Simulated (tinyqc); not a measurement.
## Permittivity and interface capacitance from two thicknesses

Inverse problem. 1/C = t/(eps0 ek) + 2/ci for planar capacitors that differ only in thickness. Find ek, ci and the EOT of the interfaces, 2 x 3.9 eps0/ci.

Constants: eps0 = 8.8541878128e-14 F/cm where lengths are in cm. Results are converted to the units shown.

C at t = 5.5 and 17 nm (uF/cm^2): [4.8654285, 1.6185009]

Solution. 1/C is a straight line in t: the slope gives ek and the intercept 2/ci. A single thickness would give only the effective permittivity; when the interfaces are a small part of 1/C, ci needs very accurate data.

ek = 31.50
ci = 240.0 uF/cm^2
EOT of the interfaces = 0.02878 nm

tinyqc, about 0.01 s, one thread, Intel Xeon 2.30GHz (shared host): `OMP_NUM_THREADS=1 python tinyqc.py 2102093 2102094 out.jsonl`
